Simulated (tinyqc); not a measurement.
AlGaN/GaN HEMT with access regions, lumped model: two steps of the calculation.

A polarisation-induced electron sheet under a Schottky gate, in series with two ungated access regions and contacts. Drift law v = mu E/(1 + mu E/vs) under the gate. Currents in mA/mm, resistances in ohm mm. No self-heating, no channel-length modulation; fits for polarisation, barrier and offset are chosen for the exercise.

Inputs (values chosen for the exercise); values close to those of AlGaN/GaN structures: aluminium share of the barrier x = 0.26; barrier thickness d = 15 nm; relative permittivity of barrier and channel eps_r = 9.4; channel mobility mu = 1800 cm^2/(V s); saturation velocity vs = 1e7 cm/s; gate length Lg = 1.5 um; source access length Ls = 1.5 um; drain access length Ld = 2 um; resistance of each contact Rc = 0.45 ohm mm; share of the drain-access electrons removed by traps ft = 0.38; gate voltage Vg = 0 V; drain voltage Vd = 10 V.

Constants: q = 1.602176634e-19 C, eps0 = 8.8541878128e-14 F/cm where lengths are in cm. Results are converted to the units shown.

Question 1. Polarisation charge, threshold and sheet resistance. sigma = (5e13 x + 1.6e13 x^2) cm^-2, phiB = 0.84 + 1.3 x, dEc = 0.7 (1.71 x + x^2) in volts, Cb = eps0 eps_r/d, VT = phiB - dEc - q sigma/Cb, access density n0 = -Cb VT/q. Rsh = 1/(q mu n0); largest access current q n0 vs.

Wanted: sigma; Cb; VT; n0; Rsh; q n0 vs.

Answer 1.

sigma = 1.408e13 cm^-2
Cb = 0.5549 uF/cm^2
VT = -3.247 V
n0 = 1.124e13 cm^-2
Rsh = 308.4 ohm
q n0 vs = 1801 mA/mm

Question 2. Drain current. Access resistance R(L, n) = L/(q mu n sqrt(1 - (I/(q n vs))^2)); Rs = Rc + R(Ls, n0), Rd = Rc + R(Ld, (1 - ft) n0). Vg' = Vg - I Rs, Vd' = Vd - I (Rs + Rd); with u = Vg' - VT, Vc = vs Lg/mu and w the smaller of Vd' and Vc [sqrt(1 + 2 u/Vc) - 1] (0 if negative), the channel gives (mu Cb/Lg)(u w - w^2/2)/(1 + w/Vc). I(new) is that channel current.

I at the start = 530 mA/mm
VT = -3.2466308 V
Cb = 0.55486244 uF/cm^2
n0 = 1.1243663e13 cm^-2

Find: Rs; Rd; Vg'; Vd'; channel current; I after iteration 1.

Answer 2.

Rs = 0.9340 ohm mm
Rd = 1.580 ohm mm
Vg' = -0.4950 V
Vd' = 8.667 V
channel current = 714.1 mA/mm
I after iteration 1 = 714.1 mA/mm

tinyqc, about 0.01 s, one thread, Intel Xeon 2.30GHz (shared host): `OMP_NUM_THREADS=1 python tinyqc.py 2570039 2570040 out.jsonl`
